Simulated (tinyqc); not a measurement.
# Fully depleted semiconductor-on-insulator film with two gates, non-linear Poisson equation by Newton steps: what changes with what

One dimension across the film, front interface at x = 0, back interface at x = ts. psi is counted from the intrinsic level, n = ni exp(psi/Vt) (source grounded), holes neglected, acceptors ionised. Gates act through Cox = eps0 eox/tox and Cbox = 3.9 eps0/tb with potentials G1 = Vg - (phiM - chi - Vt ln(Nc/ni)) and G2 = Vb - (phiB - chi - Vt ln(Nc/ni)). Classical Boltzmann densities, no interface charge, no depletion in the back plane.

Parameters, values chosen for the exercise; band and dielectric values close to those of silicon:
```
symbol    value   unit                                                                 meaning
T           400      K                                                             temperature
Eg         1.11     eV                                                                band gap
eps_r      11.5                                                          relative permittivity
Nc      4.26e19  cm^-3                                  conduction-band density of states at T
Nv      4.03e19  cm^-3                                     valence-band density of states at T
chi        4.09     eV                                                       electron affinity
eox         3.9         relative permittivity of the gate insulator (close to silicon dioxide)
tox         2.5     nm                                                     insulator thickness
ts          9.1     nm                                                          film thickness
tb           45     nm                                      buried-oxide thickness (eps_r 3.9)
Na       3.1e16  cm^-3                                            acceptor density of the film
phiM       4.29     eV                                         work function of the front gate
phiB       4.14     eV                                         work function of the back plane
Vb            0      V                                                       back-gate voltage
```

Constants: q = 1.602176634e-19 C, kB = 1.380649e-23 J/K, Vt = kB T/q, eps0 = 8.8541878128e-14 F/cm where lengths are in cm. Results are converted to the units shown.

Each table varies one quantity; the others keep the values above.

## Charge against front-gate voltage

ni = sqrt(Nc Nv) exp(-Eg/(2 Vt)), Eg in volts. The Poisson equation eps0 eps_r d2psi/dx2 = q (n + Na), with -eps0 eps_r dpsi/dx = Cox (G1 - psi) at x = 0 and eps0 eps_r dpsi/dx = Cbox (G2 - psi) at x = ts, is solved on 300 equal intervals with half boxes at both ends; N_inv is the trapezoid sum of n. Swing = ln 10/(d ln N_inv/dVg); the last column is (dN_inv/dVb)/(dN_inv/dVg).

Charge against front-gate voltage:
columns A: Vg (V); B: psi front (V); C: psi back (V); D: N_inv (cm^-2); E: centroid/ts; F: swing (mV/decade); G: q dN_inv/dVg over Cox; H: back/front leverage
```
A            B       C        D      E       F        G       H
-0.4   -0.0199  0.0120   3.51e6  0.576    86.7  1.08e-5  0.0924
-0.25    0.123   0.145   1.89e8  0.555    86.7  5.82e-4  0.0908
-0.1     0.264   0.277   9.81e9  0.531    90.2   0.0290  0.0890
0.05     0.384   0.376  2.19e11  0.480     165    0.355  0.0833
0.2      0.455   0.411  8.85e11  0.389     372    0.635  0.0735
0.35     0.499   0.422  1.80e12  0.312     629    0.763  0.0669
0.5      0.528   0.427  2.83e12  0.258     911    0.831  0.0632
0.65     0.550   0.430  3.94e12  0.220  1.21e3    0.871  0.0610
0.8      0.568   0.431  5.08e12  0.192  1.51e3    0.896  0.0596
```

What does the comparison show?

N_inv passes 1e11 cm^-2 at Vg = 0.00178 V. The swing starts at 86.7 mV a decade, against (1 + k) Vt ln 10 = 83.5 for a front channel with k = Cs Cbox/(Cox (Cs + Cbox)) = 0.0520, Cs = eps0 eps_r/ts; above threshold this column is no longer a subthreshold swing. The centroid falls from 0.576 to 0.192 of ts and the leverage of the back gate falls from 0.0924 to 0.0596. For Vg = 0.5, 0.65, 0.8 the density at an interface exceeds 0.3 Nc, where Boltzmann statistics fail. For Vg = 0.35, 0.5, 0.65, 0.8 the classical centroid lies within 3 nm of an interface, where confinement, left out, would push it away.

## Threshold and coupling against the insulator thickness

VT is the Vg for N_inv = 1e11 cm^-2; -dVT/dVb from the linearised equation. Limits with Cs = eps0 eps_r/ts: front channel Cs Cbox/(Cox (Cs + Cbox)), back channel Cbox (Cox + Cs)/(Cox Cs). Swing at N_inv = 1e8 cm^-2.

The same in every row: centroid/ts at VT = 0.503.

Results:
```
tox (nm)    VT (V)  -dVT/dVb  front-channel limit  back-channel limit  swing (mV/decade)
1.2       -0.00152    0.0581               0.0250              0.0952               84.4
1.8        8.52e-7    0.0710               0.0374               0.109               85.4
2.5        0.00178    0.0861               0.0520               0.124               86.6
5          0.00814     0.140                0.104               0.180               90.9
7.1         0.0135     0.185                0.148               0.226               94.6
10          0.0208     0.247                0.208               0.291               99.6
```

Estimate the missing row, tox = 3.5 nm.

Computed row:
```
tox (nm)   VT (V)  -dVT/dVb  front-channel limit  back-channel limit  swing (mV/decade)
3.5       0.00432     0.108               0.0728               0.146               88.4
```

With this row back in the table: As tox goes from 1.2 to 10, VT rises from -0.00152 to 0.0208 V, the centroid stays at 0.503 of ts and -dVT/dVb rises from 0.0581 to 0.247. The coupling covers 47.1 % of the way from the front-channel to the back-channel limit in the first row and 47.6 % in the last.

tinyqc, about 0.5 s, one thread, Intel Xeon 2.30GHz (shared host): `OMP_NUM_THREADS=1 python tinyqc.py 2190167 2190168 out.jsonl`
